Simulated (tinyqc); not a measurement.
## Free and trapped electrons in a MOS channel with a dense trap tail: effect of the density of the tail at the conduction edge

p-type body, charge-sheet picture, full ionisation (an idealisation for deep acceptors), Boltzmann statistics for free electrons. e = Ec - EF at the surface. Acceptor-like traps of density D(E) = D0 + De exp(-E/Ew) at depth E below Ec, from 0 to Eu, hold n_t = integral of D(E)/(1 + exp((e - E)/Vt)). psi = Eg - Vt ln(Nv/Na) - e; N_dep = sqrt(2 eps0 eps_r Na (psi - Vt)/q); n_f = sqrt(N_dep^2 + 2 eps0 eps_r Vt Nc exp(-e/Vt)/q) - N_dep; Vg = Vfb + psi + q (N_dep + n_t + n_f)/Cox, Cox = eps0 eox/tox.

VT is the Vg for n_f = 1e11 cm^-2; swing ln 10 n_f/(dn_f/dVg) at n_f = 1e8 cm^-2; the last three columns are for Vg = VT + 3.8 V, with free share n_f/(n_f + n_t) and field-effect mobility mf q (dn_f/dVg)/Cox; there EF is near the band edge, where Boltzmann statistics are rough.

Values chosen for this exercise; band and dielectric values close to those of 4H silicon carbide: temperature T = 300 K; band gap Eg = 3.23 eV; relative permittivity eps_r = 9.53; conduction-band density of states at T Nc = 1.68e19 cm^-3; valence-band density of states at T Nv = 2.51e19 cm^-3; relative permittivity of the insulator eox = 3.9; insulator thickness tox = 47 nm; acceptor density Na = 9.7e15 cm^-3; flat-band voltage without trapped charge Vfb = -2.13 V; constant background density of acceptor-like traps D0 = 2.9e10 cm^-2 eV^-1; decay energy of the tail Ew = 0.05 eV; depth below Ec down to which the traps reach Eu = 0.92 eV; mobility of free electrons mf = 72 cm^2/(V s).

Constants: q = 1.602176634e-19 C, kB = 1.380649e-23 J/K, Vt = kB T/q, eps0 = 8.8541878128e-14 F/cm where lengths are in cm. Results are converted to the units shown.

Result of one run:

| De (cm^-2 eV^-1) | e at VT (eV) | VT (V) | q n_t/Cox at VT (V) | swing (mV/decade) | n_f (cm^-2) | free share (%) | field-effect mobility (cm^2/(V s)) |
|---|---|---|---|---|---|---|---|
| 2e12 | 0.09434 | 2.309 | 0.09991 | 78.42 | 1.730e12 | 94.26 | 70.12 |

What becomes of these results when the density of the tail at the conduction edge De is changed from 2e12 to 1e13 cm^-2 eV^-1, all else the same?

Result of the changed run:

| De (cm^-2 eV^-1) | e at VT (eV) | VT (V) | q n_t/Cox at VT (V) | swing (mV/decade) | n_f (cm^-2) | free share (%) | field-effect mobility (cm^2/(V s)) |
|---|---|---|---|---|---|---|---|
| 1e13 | 0.09434 | 2.500 | 0.2909 | 85.16 | 1.519e12 | 78.90 | 65.78 |

The whole series:

| De (cm^-2 eV^-1) | e at VT (eV) | VT (V) | q n_t/Cox at VT (V) | swing (mV/decade) | n_f (cm^-2) | free share (%) | field-effect mobility (cm^2/(V s)) |
|---|---|---|---|---|---|---|---|
| 1e12 | 0.09434 | 2.285 | 0.07604 | 77.57 | 1.758e12 | 96.39 | 70.60 |
| 2e12 | 0.09434 | 2.309 | 0.09991 | 78.42 | 1.730e12 | 94.26 | 70.12 |
| 5e12 | 0.09434 | 2.380 | 0.1715 | 80.95 | 1.648e12 | 88.17 | 68.60 |
| 1e13 | 0.09434 | 2.500 | 0.2909 | 85.16 | 1.519e12 | 78.90 | 65.78 |
| 2e13 | 0.09434 | 2.739 | 0.5296 | 93.60 | 1.292e12 | 63.38 | 59.36 |
| 4e13 | 0.09434 | 3.216 | 1.007 | 110.5 | 9.538e11 | 42.12 | 45.95 |
| 9e13 | 0.09434 | 4.409 | 2.200 | 152.6 | 5.420e11 | 19.20 | 24.20 |
| 2e14 | 0.09434 | 7.035 | 4.826 | 245.4 | 2.917e11 | 7.225 | 9.833 |

As De goes from 1e12 to 2e14, VT rises from 2.28 to 7.03 V, its part due to traps rises from 0.0760 to 4.83 V, the swing rises from 77.6 to 245 mV/decade and the field-effect mobility falls from 70.6 to 9.83 cm^2/(V s).

Computed by the program tinyqc: `OMP_NUM_THREADS=1 python tinyqc.py 2222137 2222138 out.jsonl`, one thread of a shared Intel Xeon 2.30GHz, about 0.02 s for the whole run.
